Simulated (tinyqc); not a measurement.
Worked calculation: empirical pseudopotential in a few plane waves. Computed by tinyqc, a small Python program that keeps every step. Settings: plane-wave index or count = 15. Command: `OMP_NUM_THREADS=1 python tinyqc.py 22789 22790 out.jsonl` (the two numbers bound the seeds that draw the settings). One thread of a shared host (Intel(R) Xeon(R) Processor @ 2.60GHz), about 0.2 s of CPU time with the checks.

## Bloch Hamiltonian at G

Parameters chosen for this model: fcc lattice, atoms at +/- a/8 (1,1,1); form factors in rydberg at |G|^2 in units of (2 pi/a)^2:

| parameter | value | unit |
|---|---|---|
| a | 5.580000 | angstrom |
| VS(3) | -0.194000 | Ry |
| VS(8) | 0.058000 | Ry |
| VS(11) | 0.071000 | Ry |
| VA(3) | 0 | Ry |
| VA(4) | 0 | Ry |
| VA(11) | 0 | Ry |
| hbar^2/2m (2 pi/a)^2 | 4.830747 | eV |

k point G (2 pi / a): 0  0  0

Basis: the 15 shortest G (labels in 2 pi/a), the same at every k. H(G,G') = c |k + G|^2 delta + VS(|G-G'|^2) cos((G-G').tau) + i VA sin((G-G').tau), tau = a/8 (1,1,1); 1 Ry = 13.605693 eV.

H(k) at G (eV), lower triangle:
```
           +0+0+0     -1-1-1     -1-1+1     -1+1-1     -1+1+1     +1-1-1     +1-1+1     +1+1-1
+0+0+0   0.000000
-1-1-1   1.866411  14.492240
-1-1+1  -1.866411   0.000000  14.492240
-1+1-1  -1.866411   0.000000   0.789130  14.492240
-1+1+1  -1.866411  -0.789130   0.000000   0.000000  14.492240
+1-1-1  -1.866411   0.000000   0.789130   0.789130   0.000000  14.492240
+1-1+1  -1.866411  -0.789130   0.000000   0.000000   0.789130   0.000000  14.492240
+1+1-1  -1.866411  -0.789130   0.000000   0.000000   0.789130   0.000000   0.789130  14.492240
+1+1+1   1.866411   0.000000  -0.789130  -0.789130   0.000000  -0.789130   0.000000   0.000000
-2+0+0   0.000000  -1.866411  -1.866411  -1.866411   1.866411   0.683068  -0.683068  -0.683068
+0-2+0   0.000000  -1.866411  -1.866411   0.683068  -0.683068  -1.866411   1.866411  -0.683068
+0+0-2   0.000000  -1.866411   0.683068  -1.866411  -0.683068  -1.866411  -0.683068   1.866411
+0+0+2   0.000000  -0.683068   1.866411  -0.683068  -1.866411  -0.683068  -1.866411   0.683068
+0+2+0   0.000000  -0.683068  -0.683068   1.866411  -1.866411  -0.683068   0.683068  -1.866411
+2+0+0   0.000000  -0.683068  -0.683068  -0.683068   0.683068   1.866411  -1.866411  -1.866411

           +1+1+1     -2+0+0     +0-2+0     +0+0-2     +0+0+2     +0+2+0     +2+0+0
+1+1+1  14.492240
-2+0+0  -0.683068  19.322987
+0-2+0  -0.683068   0.789130  19.322987
+0+0-2  -0.683068   0.789130   0.789130  19.322987
+0+0+2  -1.866411  -0.789130  -0.789130   0.000000  19.322987
+0+2+0  -1.866411  -0.789130   0.000000  -0.789130   0.789130  19.322987
+2+0+0  -1.866411   0.000000  -0.789130  -0.789130   0.789130   0.789130  19.322987
```

## Levels at G

Diagonalise the Hermitian matrix.

eigenvalues (eV): -1.516527  10.691095  10.691095  10.691095  13.703110  13.703110  13.703110  14.699723  17.744726  17.744726  18.376157  22.335001  22.335001  22.335001  24.639415

## Bands along a path

The same steps at evenly spaced points between the labelled ones.

Bands along the path (eV), lowest eight:

| k | band 1 | band 2 | band 3 | band 4 | band 5 | band 6 | band 7 | band 8 |
|---|---|---|---|---|---|---|---|---|
| L | 0.959106 | 3.663013 | 9.566184 | 9.566184 | 12.743335 | 14.444952 | 14.444952 | 18.427839 |
| L-G 0.25 | 0.197694 | 4.743068 | 9.629711 | 9.629711 | 12.810635 | 14.448966 | 14.448966 | 18.692246 |
| L-G 0.50 | -0.715723 | 6.763301 | 9.941452 | 9.941452 | 13.147598 | 14.586472 | 14.586472 | 17.692395 |
| L-G 0.75 | -1.312911 | 9.108400 | 10.408751 | 10.408751 | 13.632064 | 14.140845 | 14.140845 | 16.075518 |
| G | -1.516527 | 10.691095 | 10.691095 | 10.691095 | 13.703110 | 13.703110 | 13.703110 | 14.699723 |
| G-X 0.25 | -1.244298 | 9.354522 | 9.906387 | 9.906387 | 13.074417 | 14.912956 | 14.912956 | 15.581159 |
| G-X 0.50 | -0.433533 | 7.108514 | 8.841568 | 8.841568 | 12.152664 | 13.895498 | 17.212690 | 17.212690 |
| G-X 0.75 | 0.895749 | 4.846877 | 8.176216 | 8.176216 | 11.660931 | 12.390439 | 19.850902 | 19.850902 |
| X | 2.702153 | 2.800672 | 8.032405 | 8.032405 | 11.657902 | 11.807461 | 22.575473 | 22.718853 |

With 4 band(s) filled, the highest filled level on these points lies at G and the lowest empty one at X: a gap of 0.9668 eV, indirect. This holds for the small fixed basis; with all plane waves up to |k + G|^2 = 21 (2 pi/a)^2 the gap along the path is 0.71 eV.

## Convergence with the number of plane waves

Levels at G counted from the fourth one.

Levels (eV):

| plane waves | level 1 | level 5 | level 8 |
|---|---|---|---|
| 9 | -15.219637 | 0 | 3.156521 |
| 15 | -12.207622 | 3.012015 | 4.008628 |
| 27 | -11.776703 | 3.048694 | 4.560683 |
| 51 | -11.995192 | 3.079918 | 4.539365 |
| 59 | -12.031944 | 2.928815 | 4.490670 |
| 65 | -12.040361 | 2.884050 | 4.490670 |
| 89 | -11.986977 | 2.923654 | 4.466654 |
